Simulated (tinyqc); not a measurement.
Coupling ratio and rate constant from the late transient.

Inverse problem. Long after the knee a floating-gate cell follows U = Vg - (tox/ag) B/ln(K t). Find K and ag.

Parameters, values chosen for the exercise: tunnel oxide thickness tox = 8.3 nm; control-gate voltage Vg = 16 V.

U at t = 0.0004 and 0.04 s (V): 3.2155508  5.1796894
B = 26.181349 V/nm

Solution. 1/(Vg - U) is linear in ln t; the ratio of the two values gives ln(K t_a), and either value gives ag.

K = 2.61e14 1/s
ag = 0.670

Computed by the program tinyqc: `OMP_NUM_THREADS=1 python tinyqc.py 2130103 2130104 out.jsonl`, one thread of a shared Intel Xeon 2.30GHz, about 0.02 s for the whole run.
